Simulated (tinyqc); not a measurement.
Inside a calculation. Method: tight binding, dimerised chain. One step of it, computed by the program tinyqc.

Task: Bloch Hamiltonian at X. H_AA = +delta, H_BB = -delta, H_AB = -t1 - t2 exp(-i k a).

Parameters chosen for this model:
```
parameter,value,unit
t1,1.910000,"eV, inside the cell"
t2,1.930000,"eV, between cells"
delta,0,"eV, +/- on the two sites"
```

k point X (2 pi / a): 0.500000

Give: H(k) at X.

Result:

H(k) at X (eV):
```
,A,B
A,0.0000,0.0200
B,0.0200,0.0000
```
